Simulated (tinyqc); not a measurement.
Time-domain thermoreflectance: layered heat flow under a modulated pulse train, and what the signal ratio measures: one step, computed by the program tinyqc. Command: `OMP_NUM_THREADS=1 python tinyqc.py 3111770 3111771 out.jsonl tdtr walk`. One thread of a shared host (Intel(R) Xeon(R) Processor @ 2.30GHz), about 0.1 s of CPU time with the checks.

Pulses repeat at 80 MHz; heat is laid down at the surface, all layers are isotropic.

Problem. Impedance at k = 0 and the modulation frequency. For radial wave number k and angular frequency W each layer has u = sqrt(4 pi^2 k^2 + i W C/kappa) and gamma = kappa u. Surface impedance from below: Z = 1/gamma for the substrate; a layer of thickness L maps Z to (Z + tanh(u L)/gamma)/(1 + gamma Z tanh(u L)); a boundary adds 1/G. Take k = 0 and W = 2 pi f.

Inputs (values chosen for the exercise, modelled on aluminium on GaAs):
```
quantity                                value        unit
metal thickness d                          93          nm
metal conductivity                        200     W/(m K)
metal heat capacity                      2.42  MJ/(m^3 K)
boundary conductance G under the metal     88  MW/(m^2 K)
substrate conductivity kappa             46.2     W/(m K)
substrate heat capacity C                1.75  MJ/(m^3 K)
modulation frequency f                      2         MHz
```

Stack: metal, substrate.

Give: Z of the substrate; Z at the surface.

Solution.

Z of the substrate = 22.18-22.18i m^2 K/GW

Z at the surface = 29.90-23.54i m^2 K/GW
